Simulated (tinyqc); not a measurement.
Inside a calculation. Model: ellipsometry and reflectance of a transparent film on an absorbing substrate.

Computed by the program tinyqc: `OMP_NUM_THREADS=1 python tinyqc.py 2870227 2870228 out.jsonl`, one thread of a shared Intel Xeon 2.30GHz, about 0.01 s for the whole run. Printed values are rounded.

Air (index 1), film, substrate with N2 = n2 - i k2; time factor exp(+i w t). q_j = sqrt(N_j^2 - sin^2 th), root with positive real part. Fresnel coefficients r_s = (q_a - q_b)/(q_a + q_b), r_p = (N_b^2 q_a - N_a^2 q_b)/(N_b^2 q_a + N_a^2 q_b). tan(Psi) exp(i Delta) = R_p/R_s, Delta taken from 0 to 360 degrees.

Values chosen for this exercise; indices close to those of photoresist on silicon:
- lam = 632.8 nm (wavelength)
- th = 65 degrees (angle of incidence)
- n1 = 1.639 (index of the transparent film)
- d = 2.4 nm (film thickness)
- n2 = 3.882 (index of the substrate)
- k2 = 0.019 (extinction coefficient of the substrate)

## Interface coefficients and thickness period

q0, q1, q2 and the coefficients r01 and r12 for p and s; the results repeat in d with the period lam/(2 q1).

q0 = 0.4226183
q1 = 1.365623
q2 = 3.774725-0.019540i
r01,p = -0.09210044
r01,s = -0.5273365
r12,p = 0.3398412-0.0020398i
r12,s = -0.4686728+0.0020197i
period = 231.6891 nm

## Psi, Delta and reflectances

beta = 2 pi d q1/lam, X = exp(-2 i beta), R = (r01 + r12 X)/(1 + r01 r12 X) for p and s.

beta = 0.03254285 rad
X = 0.9978827-0.0650398i
R_p = 0.2547865-0.0255013i
R_s = -0.7983151+0.0150951i
Psi = 17.78066 degrees
Delta = 175.3676 degrees
|R_p|^2 = 0.06556649
|R_s|^2 = 0.6375349

The bare substrate gives Psi = 17.76 and Delta = 179.58 degrees.
